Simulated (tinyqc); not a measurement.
Precursor delivery by bubblers, mass-transport growth and the solid composition of a III-V alloy: one step, computed by the program tinyqc.

1 sccm = 44.615 micromol/min; 1 torr = 133.322 Pa. The sources decompose fully at the surface.

Question. Bubblers. log10 p_v = a - b/T_bath; molar flow = F x 44.615 x p_v/(p_b - p_v) for a saturated bubbler.

Inputs (values chosen for the exercise, modelled on trimethylgallium (source 1) and trimethylindium (source 2) for the vapour pressures):
```
quantity              value  unit
bath temperature T1     276     K
bath temperature T2     302     K
bubbler pressure p_b   1400  torr
carrier flow F1          24  sccm
carrier flow F2         290  sccm
```

constants a, b of source 1 (log10 torr, K): 8.042  1703

constants a, b of source 2 (log10 torr, K): 10.54  3014

Give: vapour pressure 1; molar flow 1; vapour pressure 2; molar flow 2.

Answer.

vapour pressure 1 = 74.424 torr

molar flow 1 = 60.117 micromol/min

vapour pressure 2 = 3.6297 torr

molar flow 2 = 33.631 micromol/min

One kelvin of bath error changes flow 1 by 5.4 % and flow 2 by 7.6 %.
